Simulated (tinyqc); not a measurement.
Stretching all distances: RHF, UHF, MP2, CISD and CCSD against full CI in the 6-31g basis, for H2, spin multiplicity 1. Computed by the program tinyqc with PySCF. All coordinates are multiplied by the scale. c0^2 is the weight of the RHF determinant in the lowest singlet FCI state (UHF is spin-contaminated and may lie near states of higher spin) and n(LUMO) the first natural occupation beyond the occupied space.

Geometry (angstrom):
```
atom       x       y       z
H     0.0000  0.0000  0.0000
H     0.0000  0.0000  0.6940
```

Full CI energy (hartree) and errors against it (kcal/mol):
```
scale  distance 1-2 (angstrom)    E(FCI)     RHF     UHF     MP2   CISD   CCSD  <S^2> UHF   c0^2  n(LUMO)
0.860                    0.597  -1.13092  13.715  13.715   3.804  0.000  0.000      0.000  0.990    0.014
1.060                    0.736  -1.15162  15.574  15.574   4.697  0.000  0.000      0.000  0.986    0.023
1.270                    0.881  -1.14280  17.822  17.822   5.931  0.000  0.000      0.000  0.979    0.037
1.470                    1.020  -1.12372  20.489  20.489   7.517  0.000  0.000      0.000  0.970    0.056
1.680                    1.166  -1.10089  24.041  24.041   9.712  0.000  0.000      0.000  0.956    0.084
1.880                    1.305  -1.07993  28.258  25.962  12.362  0.000  0.000      0.284  0.938    0.121
2.080                    1.444  -1.06119  33.349  23.820  15.576  0.000  0.000      0.523  0.914    0.169
2.290                    1.589  -1.04453  39.637  19.690  19.523  0.000  0.000      0.689  0.882    0.231
2.490                    1.728  -1.03168  46.450  15.401  23.733  0.000  0.000      0.792  0.847    0.301
```

What does the comparison show, and why?

UHF parts from RHF first at scale 1.88 of those listed, where <S^2> leaves zero. The weight c0^2 goes from 0.99 to 0.85 and n(LUMO) from 0.01 to 0.30: static correlation grows as the bonds break into open-shell fragments. The spread of the error along the curve, which distorts its shape, is CISD 0.0, CCSD 0.0, UHF 12.2, MP2 19.9, RHF 32.7 kcal/mol. With two electrons CISD and CCSD are exact.
